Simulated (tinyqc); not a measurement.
## Gap and screening length from two transmissions

Question. At the source junction of a tunnel FET, T(w) = exp(-S), S = 2 pi lam sqrt(m/(C Eg)) [w + Eg/2 - sqrt(w (w + Eg))], C = hbar^2/(2 m0). Find Eg (between 0.1 and 3 eV) and lam.

Values chosen for this exercise: band-edge mass of the two-band model m = 0.026 m0.

Constants: q = 1.602176634e-19 C, hbar = 1.054571817e-34 J s, m0 = 9.1093837015e-31 kg, hbar^2/(2 m0) = 0.0380998212 eV nm^2. Results are converted to the units shown.

T(w) at w = 0.05 and 0.42 eV: [0.21848129, 0.62107432]

Solution. The ratio of the two exponents depends on Eg alone and falls steadily with it, which fixes Eg; either exponent then gives lam.

ratio of the two S = 3.193
Eg = 0.3450 eV
lam = 2.100 nm

Computed by the program tinyqc: `OMP_NUM_THREADS=1 python tinyqc.py 2620114 2620115 out.jsonl`, one thread of a shared Intel Xeon 2.30GHz, about 0.02 s for the whole run.
